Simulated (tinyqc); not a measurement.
Vacuum evaporation: vapour pressure, source flux, thickness distribution, purity and step coverage: one step, computed by the program tinyqc.

Molecular flow, unit sticking of the metal, no re-evaporation. The background gas is taken as water vapour (18.015 g/mol, collision diameter 0.37 nm) at 300 K.

Question. Rate and uniformity on a fixed wafer above the source. A small source emits (n + 1) Phi area cos^n(phi)/(2 pi) per solid angle; on a parallel plane at height h and lateral distance l the arrival rate is (n + 1) Phi area/(2 pi h^2) x (1 + (l/h)^2)^(-(n + 3)/2). Growth rate = arrival rate x m/rho, m = M u. The wafer is fixed and centred above the source.

Inputs (values chosen for the exercise, modelled on copper, with constants for the liquid):

| quantity | value | unit |
|---|---|---|
| molar mass M | 63.55 | g/mol |
| film density rho | 8.96 | g/cm^3 |
| source temperature T | 1520 | K |
| source area | 1.5 | cm^2 |
| directionality n | 1 | - |
| source-to-wafer distance h | 45 | cm |
| wafer radius R | 7.5 | cm |

flux Phi = 9.380191e+17 1/(cm^2 s)

Constants: u = 1.6605390666e-27 kg.

Give: arrival rate at the centre; growth rate at the centre; edge over centre; non-uniformity (max - min)/(max + min); share of the material that lands on the wafer, 1 - (1 + (R/h)^2)^(-(n + 1)/2).

Answer.

arrival rate at the centre = 2.212e+14 1/(cm^2 s)

growth rate at the centre = 0.02605 nm/s

edge over centre = 0.9467

non-uniformity (max - min)/(max + min) = 2.739 %

share of the material that lands on the wafer, 1 - (1 + (R/h)^2)^(-(n + 1)/2) = 2.703 %
